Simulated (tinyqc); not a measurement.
# Sheet resistance and contact resistivity from two gaps

Inverse problem. A circular structure with r0 >> Lt has R = (Rsh/2 pi) [Lt (1/r0 + 1/r1) + ln(r1/r0)], r1 = r0 + sp, Lt = sqrt(rc/Rsh). Find Rsh, Lt and rc.

Inputs (values chosen for the exercise):

| symbol | value | unit | meaning |
|---|---|---|---|
| r0 | 0.26 | um | radius of the inner contact |

R at sp = 0.052 and 0.23 um (ohm): [8.0076666, 12.433005]

Answer. R is linear in Rsh and Rsh Lt, so two gaps give both.

Rsh = 75.00 ohm/sq
Lt = 0.06928 um
rc = 3.600e-9 ohm cm^2

Program tinyqc, `OMP_NUM_THREADS=1 python tinyqc.py 2760120 2760121 out.jsonl`; Intel Xeon 2.30GHz, shared host, one thread, about 0.01 s.
